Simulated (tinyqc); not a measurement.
Worked calculation: Hubbard ring of 3 sites. Computed by tinyqc, a small Python program that keeps every step. Settings: hopping = 0.54, U = 7.5, mixing = 1, iteration cap = 80. Command: `OMP_NUM_THREADS=1 python tinyqc.py 30954 30955 out.jsonl` (the two numbers bound the seeds that draw the settings). One thread of a shared host (Intel(R) Xeon(R) Processor @ 2.60GHz), about 0.2 s of CPU time with the checks.

one-body matrix (hopping and site energies) (eV):
```
,1,2,3
1,0.0000,-0.5400,-0.5400
2,-0.5400,0.0000,-0.5400
3,-0.5400,-0.5400,0.0000
```

U = 7.5000 eV

electrons, up and down: 1  1

n(up) at the start (a guess, not normalised): 1 0.3830, 2 0.2830, 3 0.3830

n(down) at the start (a guess): 1 0.2830, 2 0.3830, 3 0.2830

Each step fills the lowest levels of T + U n(other spin) and sets n(new) = n + mixing (n(out) - n); stop when output and input agree to 1e-8.

Course of the cycle:
```
iteration,E (eV),largest |n(out) - n(in)|,mean |n_up - n_down|
1,0.070660,1.85e-01,0.2605
2,-0.570791,2.43e-01,0.5080
3,-0.782206,1.22e-01,0.6117
4,-0.789531,1.31e-02,0.6239
5,-0.789620,1.72e-03,0.6254
6,-0.789621,1.29e-04,0.6255
7,-0.789621,1.64e-05,0.6255
8,-0.789621,1.22e-06,0.6255
9,-0.789621,1.56e-07,0.6255
10,-0.789621,1.16e-08,0.6255
11,-0.789621,1.48e-09,0.6255
```

Can the last value be used, and what does the course show?

Yes. Converged in 11 iterations. Before convergence this energy mixes input and output and is not variational, so it may rise towards its limit.
